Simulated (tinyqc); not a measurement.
Leakage against temperature: trap-assisted generation and recombination current of an abrupt junction. Computed by tinyqc, a small Python program. Command: `OMP_NUM_THREADS=1 python tinyqc.py 3004547 3004548 out.jsonl junctionleak walk`. One thread of a shared host (Intel(R) Xeon(R) Processor @ 2.30GHz), about 0.01 s of CPU time with the checks.

Depletion approximation, flat quasi-Fermi levels across the depleted layer, long neutral regions with minority lifetimes tau_n and tau_p, full ionisation and Boltzmann statistics. Voltages in exponents stand for e V.

Inputs (values chosen for the exercise, with bands and screening modelled on GaAs):
```
quantity                              value    unit
gap E_g                                1.45      eV
electron mass m_e                    0.0659     m_0
valleys M_c                               1       -
hole mass m_h                         0.545     m_0
dielectric constant eps                13.3       -
acceptor density N_A                9.1e+17   cm^-3
donor density N_D                   5.4e+18   cm^-3
capture time tau_n                    9e-09       s
capture time tau_p                  1.5e-09       s
trap level E_t - E_i                 -0.092      eV
electron diffusion coefficient D_n       23  cm^2/s
hole diffusion coefficient D_p          1.7  cm^2/s
reverse bias V_r                        2.2       V
temperature T                           400       K
tunnelling mass m_t                    0.11     m_0
```

Field enhancement: Hurkx tunnelling factor.

Constants: k_B = 8.617333262e-05 eV/K; m_0 = 9.1093837015e-31 kg; k_B = 1.380649e-23 J/K; h = 6.62607015e-34 J s; e = 1.602176634e-19 C; eps_0 = 8.8541878128e-12 F/m; hbar = 1.054571817e-34 J s.

Method:
- N_c = 2 M_c (2 pi m_e k_B T/h^2)^(3/2) and N_v = 2 (2 pi m_h k_B T/h^2)^(3/2), masses in units of m_0.
- n_i = sqrt(N_c N_v) exp(-E_g/2 k_B T); V_bi = (k_B T/e) ln(N_A N_D/n_i^2); diffusion saturation current J_d0 = e n_i^2 [sqrt(D_n/tau_n)/N_A + sqrt(D_p/tau_p)/N_D].
- W = sqrt(2 eps eps_0 (V_bi - V)(1/N_A + 1/N_D)/e), x_p = W N_D/(N_A + N_D), x_n = W - x_p, peak field F_m = 2 (V_bi - V)/W; reverse bias means V = -V_r.
- Both capture times are divided by 1 + Gamma, Gamma = 2 sqrt(3 pi) (F/F_G) exp((F/F_G)^2), F_G = sqrt(24 m_t (k_B T)^3)/(e hbar) (the low-field Hurkx form), F being the local field, linear in x from 0 at the edges to F_m.
- Potential from the p edge: phi = (V_bi - V) x^2/(x_p W) on the p side and (V_bi - V)[1 - (W - x)^2/(x_n W)] on the n side; p = N_A exp(-phi/k_B T), n = n_i^2 exp(V/k_B T)/p; U = (n p - n_i^2)/[tau_p (n + n_i exp(dE/k_B T)) + tau_n (p + n_i exp(-dE/k_B T))], dE = E_t - E_i, n1 = n_i exp(dE/k_B T), p1 = n_i exp(-dE/k_B T); J_t = e int U dx by the trapezoid rule on 400 intervals on each side.
- The gap, capture times and diffusion coefficients are held fixed. J_g = -J_t at V = -V_r. The last column is -k_B d ln(J_g + J_d0)/d(1/T) from this row and the one above.

peak field F_m = 876445 V/cm

Reverse current:
```
T (K)  generation (A/cm^2)  diffusion (A/cm^2)  activation energy (eV)
400             5.3315e-06          5.4112e-14                       -
450             2.1021e-05          8.2539e-12                 0.42560
500             8.1589e-05          4.7628e-10                 0.52589
560             3.6365e-04          2.4629e-08                 0.60103
640             2.0370e-03          1.5725e-06                 0.66545
```

The activation energy goes from 0.426 to 0.665 eV. Generation alone gives about E_g/2 + dE if tau_p exp(dE/k_B T) exceeds tau_n exp(-dE/k_B T), else E_g/2 - dE, here 0.817 eV, plus 1.5 k_B T, less where tunnelling helps, and diffusion E_g = 1.45 eV plus 3 k_B T; generation rules in every row. Caution: one side is doped near or above its effective density of states, so Boltzmann statistics understate V_bi. Caution: at such a field avalanche multiplication or band-to-band tunnelling, left out here, may dominate the reverse current.

Extremes, crossings and ranges named in words are read from the listed rows.
